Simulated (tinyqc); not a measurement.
Born-von Karman spring model of a cubic crystal with one atom per cell. Changing the temperature T. Computed by tinyqc, a small Python program. Command: `OMP_NUM_THREADS=1 python tinyqc.py 3010711 3010712 out.jsonl springs sweep`. One thread of a shared host (Intel(R) Xeon(R) Processor @ 2.30GHz), about 0.2 s of CPU time with the checks.

First neighbours lie at a/2 (1,1,1) (8 of them), second at a (1,0,0) (6), with all permutations and signs; the volume per atom is Omega = a^3/2. Two shells of springs match a real metal only roughly, above all at the zone boundary.

Inputs (values chosen for the exercise, modelled on iron): atomic mass M = 55.85 u; radial spring k1L = 3.36 eV/angstrom^2; transverse spring k1T = -0.098 eV/angstrom^2; radial spring k2L = 1.2 eV/angstrom^2; transverse spring k2T = 0.019 eV/angstrom^2; mesh divisions n = 8.

Lattice: bcc.

Constants: nu for 1 eV/(angstrom^2 u) = 15.6333042 THz; h x 1 THz = 4.135667696 meV; k_B = 8.617333262e-05 eV/K; hbar^2/u = 4.18015928e-03 eV angstrom^2.

Method:
- A neighbour at R with unit vector n couples by the matrix K(R) = kL n n^T + kT (1 - n n^T), and D(q) = (1/M) sum_R K(R) [1 - cos(q.R)].
- An eigenvalue lambda of D in eV/(angstrom^2 u) gives nu = 15.6333042 THz x sqrt(lambda).
- Mesh: q = sum_i (m_i + 1/2)/n b_i, m_i = 0..n-1, with b = [[0, 1, 1], [1, 0, 1], [1, 1, 0]] in 2 pi/a; sums are averages over the n^3 points, per atom.
- With x = h nu/(k_B T) and n = 1/(exp(x) - 1) for each mode: F = k_B T [x/2 + ln(1 - exp(-x))], U = k_B T x (n + 1/2), S/k_B = x n - ln(1 - exp(-x)), C/k_B = x^2 n (n + 1).
- <u_x^2> = (1/3) sum over modes of hbar^2/(2 M h nu) coth(x/2); zero-point energy = sum h nu/2. <u_x^2> converges slowly with the mesh, from below, with an error of order 1/n.

One run for each value; columns: (1) temperature T (K); (2) heat capacity C (k_B/atom); (3) entropy S (k_B/atom); (4) <u_x^2> (angstrom^2); (5) free energy F (meV/atom); (6) energy U (meV/atom):
```
(1)    (2)    (3)      (4)     (5)    (6)
40   0.200  0.058  0.00156    41.1   41.3
59   0.566  0.198  0.00162    40.9   41.9
87   1.174  0.530  0.00179    40.1   44.0
130  1.862  1.142  0.00215    37.0   49.8
190  2.364  1.950  0.00276    28.9   60.9
280  2.678  2.933  0.00379     9.8   80.6
410  2.843  3.990  0.00536   -29.3  111.7
610  2.927  5.138  0.00783  -108.5  161.6
900  2.966  6.285  0.01145  -252.2  235.3
```

What does the table show, and why?

Over the rows, heat capacity C (k_B/atom) rises from 0.200 to 2.97 (exponent d ln y / d ln x 2.7 between the first rows and 0.034 between the last); entropy S (k_B/atom) rises from 0.0576 to 6.29 (exponent d ln y / d ln x 3.2 between the first rows and 0.52 between the last); <u_x^2> (angstrom^2) rises from 0.00156 to 0.0115 (exponent d ln y / d ln x 0.11 between the first rows and 0.98 between the last). At the high end the exponent of heat capacity C is 0.03, close to 0: the Dulong-Petit limit. At the high end the exponent of <u_x^2> is 0.98, close to 1: the classical law, k_B T over a spring constant. F is positive while zero-point energy rules and changes sign between 280 and 410 K, where T S overtakes U.

Caution (rows 40.0, 59.0): the mesh is too coarse for this temperature: four more divisions change S by over 1 %.

Extremes, crossings and ranges named in words are read from the listed rows.
